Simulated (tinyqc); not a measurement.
Inside a calculation. Method: Hubbard chain of 6 sites. One step of it, computed by the program tinyqc.

Problem. Mean-field iteration 1. H(up) = T + U n(down), H(down) = T + U n(up); fill the lowest levels; n(new) = n + mixing (n(out) - n); E = tr T (rho up + rho down) + U sum n_up n_down of the output.

one-body matrix (hopping and site energies) (eV), lower triangle:
```
           1          2          3          4          5         6
1  -0.940000
2  -1.840000   0.760000
3   0.000000  -1.840000   0.490000
4   0.000000   0.000000  -1.840000  -0.150000
5   0.000000   0.000000   0.000000  -1.840000  -0.350000
6   0.000000   0.000000   0.000000   0.000000  -1.840000  0.290000
```

U = 3.800000 eV

electrons, up and down: 3  2

mixing = 0.500000

n(up) at the start (a guess, not normalised): 1 0.500000, 2 0.500000, 3 0.500000, 4 0.500000, 5 0.500000, 6 0.500000

n(down) at the start (a guess): 1 0.333000, 2 0.333000, 3 0.333000, 4 0.333000, 5 0.333000, 6 0.333000

Give: levels, up; levels, down; energy; n(up) after iteration 1; n(down) after iteration 1.

Solution.

levels, up (eV): -1.9994  -1.1097  0.3236  2.0768  3.6042  4.7969

levels, down (eV): -1.3648  -0.4751  0.9582  2.7114  4.2388  5.4315

energy = -8.2075 eV

n(up) after iteration 1: 1 0.6099, 2 0.4221, 3 0.4864, 4 0.4982, 5 0.5319, 6 0.4514

n(down) after iteration 1: 1 0.4023, 2 0.3386, 3 0.2791, 4 0.3395, 5 0.3937, 6 0.2458
